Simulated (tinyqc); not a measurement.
Changing the temperature T: Schottky barrier with interface states (Cowley-Sze model), image lowering and contact resistance. Computed by tinyqc, a small Python program. Command: `OMP_NUM_THREADS=1 python tinyqc.py 3013872 3013873 out.jsonl pinning sweep`. One thread of a shared host (Intel(R) Xeon(R) Processor @ 2.30GHz), about 0.02 s of CPU time with the checks.

An n-type semiconductor under a metal. The barrier lies between the Schottky-Mott limit phi_M - chi and the Bardeen limit E_g - E_n, E_n being the neutrality level of the interface states; the space-charge term of the full Cowley-Sze expression is left out.

Inputs (values chosen for the exercise, with gap, mass and screening modelled on CdS): gap E_g = 2.49 eV; electron affinity chi = 4.28 eV; metal work function phi_M = 5.56 eV; neutrality level E_n above the valence band = 0.869 eV; interface-state density D = 6.8e+13 cm^-2 eV^-1; dipole layer thickness delta = 0.2 nm; dipole layer constant eps_i = 1; dielectric constant eps_s = 9.02; electron mass m_e = 0.204 m_0; valleys M_c = 1; donor density N = 1.5e+19 cm^-3; reverse bias V_r = 3.5 V.

Pinning factor from: interface states.

Constants: e = 1.602176634e-19 C; eps_0 = 8.8541878128e-12 F/m; k_B = 8.617333262e-05 eV/K; m_0 = 9.1093837015e-31 kg; k_B = 1.380649e-23 J/K; h = 6.62607015e-34 J s; hbar = 1.054571817e-34 J s.

Method:
- S = 1/(1 + e^2 D delta/(eps_i eps_0)); for D per eV, e^2 D is the number e x D in SI units, with 1 cm^-2 = 1e4 m^-2.
- phi_B = S (phi_M - chi) + (1 - S)(E_g - E_n); the hole barrier is E_g - phi_B.
- N_c = 2 M_c (2 pi m_e k_B T/h^2)^(3/2); xi = E_c - E_F solves N = N_c F_1/2(-xi/k_B T) (bisection; full ionisation).
- F_1/2(eta) = (2/sqrt(pi)) int_0^infinity sqrt(x)/(1 + exp(x - eta)) dx, by the trapezoid rule in t = sqrt(x) with step 0.02 up to t = 12 (for eta < -12 by exp(eta) - exp(2 eta)/2^(3/2)).
- V_bi = phi_B - xi; W = sqrt(2 eps_s eps_0 (V_bi + V_r - k_B T/e)/(e N)); field at the metal E_m = e N W/(eps_s eps_0); image lowering sqrt(e E_m/(4 pi eps_s eps_0)).
- A* = 4 pi e m_e M_c k_B^2/h^3 (a simple valley count); J_s = A* T^2 exp(-phi/k_B T).
- J_0 uses phi_B; the reverse current uses phi_B less the image lowering, times 1 - exp(-V_r/k_B T).
- E_00 = (e hbar/2) sqrt(N/(m_e eps_s eps_0)), E_0 = E_00 coth(E_00/k_B T); scaling form of the contact resistivity rho_c = (k_B/(e A* T)) exp(phi_B/E_0), which is the thermionic result when E_00 << k_B T and keeps only the leading exponential of tunnelling when E_00 >> k_B T; image lowering is left out of it.

One run for each value:
```
temperature T (K)  J_0 (A/cm^2)  contact resistivity rho_c (ohm cm^2)  E_00/k_B T
200                  4.2354e-33                                 46249      3.0758
250                  3.1163e-25                                 27585      2.4606
300                  5.8517e-20                                 13670      2.0505
350                  3.5888e-16                                  5682      1.7576
400                  2.5779e-13                                  2073      1.5379
500                  2.7640e-09                                   228      1.2303
```

Give the missing row, temperature T (K) = 450.

Computed row:
```
temperature T (K)  J_0 (A/cm^2)  contact resistivity rho_c (ohm cm^2)  E_00/k_B T
450                  4.4150e-11                                   699      1.3670
```

Interpolating between the two neighbouring rows (linearly) misses most in J_0 (A/cm^2), by a factor of 31. Over the rows, J_0 (A/cm^2) rises from 4.24e-33 to 2.76e-9 (exponent d ln y / d ln x 81 between the first rows and 39 between the last); contact resistivity rho_c (ohm cm^2) falls from 46200 to 228 (exponent d ln y / d ln x -2.3 between the first rows and -11 between the last); E_00/k_B T falls from 3.08 to 1.23 (exponent d ln y / d ln x about -1.00 throughout). A Richardson plot, ln(J_0/T^2) against 1/(k_B T), has slope -1.5225 eV, minus the barrier.

Caution (all rows): the field is near or above breakdown for such a gap, so avalanche or tunnelling current would take over. Caution (all rows): the field is near breakdown. Caution (all rows): the semiconductor is degenerate: the k_B T/e term in W and the parabolic band are then rough. Caution (all rows): E_00 = (e hbar/2) sqrt(N/(m_e eps_s eps_0)) is above 0.3 k_B T, so tunnelling through the barrier adds to the thermionic currents, most of all under reverse bias. Caution (rows 200, 250): so small an emission current is nominal: generation, tunnelling and edge leakage set the real one. Caution (all rows): outside the thermionic regime the prefactor of rho_c is only an order-of-magnitude estimate.
